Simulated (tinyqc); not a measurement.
Three ways to interpolate a mass: alloy A(1-x)B(x) by interpolation with bowing.

Each gap follows E(x) = (1 - x) E_A + x E_B - C x (1 - x); the lattice constant follows Vegard, a(x) = (1 - x) a_A + x a_B.

Mass at Gamma from the Kane formula 1/m = F + Ep (Eg + 2 Dso/3)/(Eg (Eg + Dso)). F is fixed by the masses of A and B and interpolated linearly, as is Ep; Eg and Dso carry their bowing.

Inputs chosen for the exercise (A near Si, B near Ge; the results hold for these values, not for the real material): Eg = (4.171, 0.909) eV (gap at Gamma to the s-like level of A, B); Dso = (0.044, 0.289) eV (spin-orbit splitting of A, B); Ep = (21.6, 26.1) eV (Kane energy of A, B); me = (0.1996, 0.0378) m0 (electron mass at Gamma of A, B); C = (0.209, 0.221, 0) eV (bowing of the Gamma, X and L gaps); Cs = 0 eV (bowing of Dso).

Linear in m, linear in 1/m, and the Kane formula.

Masses (m0):
```
x      Eg (eV)  linear in m  linear in 1/m    Kane  Kane m/Eg (1/eV)
0.000    4.171       0.1996         0.1996  0.1996            0.0479
0.125    3.740       0.1794         0.1300  0.1736            0.0464
0.375    2.899       0.1389         0.0766  0.1276            0.0440
0.500    2.488       0.1187         0.0636  0.1071            0.0431
0.625    2.083       0.0985         0.0543  0.0881            0.0423
0.750    1.685       0.0783         0.0474  0.0703            0.0417
0.875    1.294       0.0580         0.0421  0.0536            0.0414
1.000    0.909       0.0378         0.0378  0.0378            0.0416
```

Give the missing row, x = 0.250.

Computed row:
```
x      Eg (eV)  linear in m  linear in 1/m    Kane  Kane m/Eg (1/eV)
0.250    3.316       0.1592         0.0964  0.1497            0.0451
```

At x = 0.5 the three give 0.1187, 0.0636 and 0.1071; judged by the largest distance, the Kane value is closer to the interpolation in m (largest distances 0.0116 m0 from the rule in m, 0.0532 m0 from the rule in 1/m). The ratio m/Eg varies by a factor of 1.16 while the gap varies by 4.59; a constant ratio is the two-band rule m = Eg/Ep at fixed Ep.

(tinyqc, `OMP_NUM_THREADS=1 python tinyqc.py 1051004 1051005 out.jsonl`, Intel(R) Xeon(R) Processor @ 2.30GHz, 1 thread, shared host, about 0.01 s.)
